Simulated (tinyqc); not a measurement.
Ballistic Schottky-barrier transistor with a one-dimensional channel, WKB contacts: effect of the screening length.

Source Fermi level 0, drain Fermi level -Vd. Far from the contacts Ec = pn - psi, and the gate moves psi one to one; the band edges relax as exp(-x/lam) from pn at the source and pn - Vd at the drain; Ev = Ec - Eg. A carrier of energy w inside the channel band meets at a contact a barrier of height D (the contact edge beyond the channel edge): T = 1 for w >= D, else exp(-S), S = 4 lam sqrt(m/C) [sqrt(D - w) - sqrt(w) arctan sqrt((D - w)/w)], C = hbar^2/(2 m0). The two contacts combine as Ts Td/(Ts + Td - Ts Td).

I = g (2 q^2/h) int T(w) [f(Es + w) - f(Ed + w)] dw, f(y) = 1/(1 + exp(y/Vt)). Electrons: Ds = psi, Dd = psi - Vd, Es = Ec, Ed = Ec + Vd. Holes: Ds = -psi, Dd = Vd - psi, Es = -Ev, Ed = -Ev - Vd. The size of each current is taken; both flow from drain to source and add. The integrals are converged.

Inputs (values chosen for the exercise); channel values close to those of a carbon nanotube:
```
symbol  value  unit                                    meaning
T         300     K                                temperature
Eg      0.533    eV                                   band gap
pn       0.28    eV     barrier for electrons at both contacts
mp      0.062    m0                                  hole mass
g           2                              valleys or subbands
Vd        0.5     V                                 drain bias
ps       0.23     V  band shift psi of the channel by the gate
```

Constants: q = 1.602176634e-19 C, kB = 1.380649e-23 J/K, hbar = 1.054571817e-34 J s, h = 6.62607015e-34 J s, m0 = 9.1093837015e-31 kg, Vt = kB T/q, hbar^2/(2 m0) = 0.0380998212 eV nm^2. Results are converted to the units shown.

Result of one run:
```
lam (nm)  current of the holes (uA)  share over the barriers (%)  |d psi/d log10| of this current (mV/decade)
4.8                         0.03715                       0.6060                                        124.0
```

What becomes of these results when the screening length at the contacts lam is changed from 4.8 to 3.7 nm, all else the same?

Result of the changed run:
```
lam (nm)  current of the holes (uA)  share over the barriers (%)  |d psi/d log10| of this current (mV/decade)
3.7                         0.07737                       0.2910                                        114.4
```

The whole series:
```
lam (nm)  current of the holes (uA)  share over the barriers (%)  |d psi/d log10| of this current (mV/decade)
0.5                           2.104                      0.01070                                        99.18
1.6                          0.5343                      0.04214                                        103.0
2.6                          0.1926                       0.1169                                        107.4
3.7                         0.07737                       0.2910                                        114.4
4.8                         0.03715                       0.6060                                        124.0
5.9                         0.02055                        1.096                                        136.1
6.9                         0.01322                        1.704                                        148.8
8                          0.008847                        2.545                                        164.4
```

The current falls from 2.10 to 0.00885 uA, while the share over the barriers rises from 0.0107 to 2.55 %: the thermionic part does not depend on lam, and a thinner barrier adds tunnelling. The swing rises from 99.2 to 164 mV/decade.

Range of the model: No scattering, image-force lowering, channel charge or band-to-band tunnelling; parabolic kappa overstates S deep in the gap.

Numbers from tinyqc (`OMP_NUM_THREADS=1 python tinyqc.py 2390011 2390012 out.jsonl`; about 0.1 s on one thread of a shared Intel Xeon 2.30GHz).
